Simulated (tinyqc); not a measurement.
Do the excited 1s states matter for ionisation? Model: valley-orbit splitting of a donor ground state, with strain. Computed by tinyqc, a small Python program. Command: `OMP_NUM_THREADS=1 python tinyqc.py 3002305 3002306 out.jsonl valleyorbit walk`. One thread of a shared host (Intel(R) Xeon(R) Processor @ 2.30GHz), about 0.01 s of CPU time with the checks.

The basis is the 1s envelope in each valley; energies are counted from the unstrained conduction-band edge. The strain is e_s (a a^T - 1/3) for the unit stress axis a, so valley j along n_j moves by Xi_u e_s w_j with w_j = (n_j.a)^2 - 1/3: -1/3 for x and y, +2/3 for z.

Inputs (values chosen for the exercise, modelled on donors in silicon):
```
quantity                                    value   unit
single-valley binding energy E_0             31.4    meV
central-cell shift Lambda                     2.6    meV
coupling Delta_1                             3.92    meV
coupling Delta_2                             2.98    meV
shear deformation potential Xi_u             8.87     eV
donor density N_D                         1.9e+16  cm^-3
density-of-states mass of one valley m_e    0.329    m_0
```

Valleys: six along <100>. Stress axis: [001].

Constants: k_B = 8.617333262e-05 eV/K; m_0 = 9.1093837015e-31 kg; k_B = 1.380649e-23 J/K; h = 6.62607015e-34 J s.

Method:
- By symmetry: E(A1) = E_0 + Lambda + 4 Delta_1 + Delta_2 (one state), E(T2) = E_0 + Lambda - Delta_2 (three), E(E) = E_0 + Lambda - 2 Delta_1 + Delta_2 (two), as binding energies.
- H_jj = -(E_0 + Lambda) + Xi_u e_s w_j; H_jk = -Delta_2 between opposite valleys and -Delta_1 between perpendicular ones.
- z = sum over levels of exp(-(E - E_ground)/k_B T), the ground-state share being 1/z; N_c = 2 (2 pi m_e k_B T/h^2)^(3/2) sum_j exp(-(shift_j - lowest shift)/k_B T); n1 = N_c/(2 z) exp(-binding/k_B T), binding = lowest shift - E_ground; without compensation n = 2 N_D/(1 + sqrt(1 + 4 N_D/n1)) (Boltzmann statistics; p and higher states left out).
- No strain here. The last two columns set z = 1, with the A1 depth, or use one level at E_0 with z equal to the number of valleys.

E(A1) = 52.66 meV

Ionised share:
```
T (K)       z  all 1s states  ground state alone  no splitting
31     1.0012     2.6102e-04          2.6117e-04       0.00569
51     1.0313     1.7670e-02          1.7942e-02       0.07964
76     1.1653     1.4969e-01          1.6055e-01       0.30278
110    1.4732     4.7725e-01          5.4213e-01       0.61936
150    1.8866     7.5857e-01          8.4224e-01       0.82477
240    2.6951     9.4286e-01          9.7723e-01       0.95347
410    3.6538     9.8678e-01          9.9631e-01       0.98807
```

What does the comparison show, and why?

z grows from 1.001 to 3.65 of at most 6. Leaving out the excited states overstates the ionised share by up to 13.6 % (at 110 K); ignoring the splitting misses by a factor 21.8 at the lowest T and 1.00 at the highest.

Extremes, crossings and ranges named in words are read from the listed rows.
